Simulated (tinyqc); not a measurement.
## Permittivity of the insulator from five potentials

Inverse problem. A node lies on a semiconductor-insulator interface. Steps: hs = tb/2 down into the semiconductor, ho = tox/2 up into the insulator, hy = L/5 sideways. The flux balance of its box reads eox (hy/ho)(above - node) + eps_r (hy/hs)(below - node) + [(eps_r hs + eox ho)/(2 hy)](left + right - 2 node) - q Na (hs/2) hy/eps0 = 0. Find eox.

Values chosen for this exercise; semiconductor permittivity made up: relative permittivity of the semiconductor eps_r = 8.91; half the body thickness tb = 3 nm; insulator thickness tox = 5.4 nm; channel length L = 24 nm; acceptor density of the depleted body Na = 0 cm^-3.

Constants: q = 1.602176634e-19 C, eps0 = 8.8541878128e-14 F/cm where lengths are in cm. Results are converted to the units shown.

psi (V): node 0.096374207, above 0.070615658, below 0.11014443, left 0.17386191, right 0.10000185

Solution. The balance is linear in eox.

eox = 22.00

Numbers from tinyqc (`OMP_NUM_THREADS=1 python tinyqc.py 2480083 2480084 out.jsonl`; about 0.1 s on one thread of a shared Intel Xeon 2.30GHz).
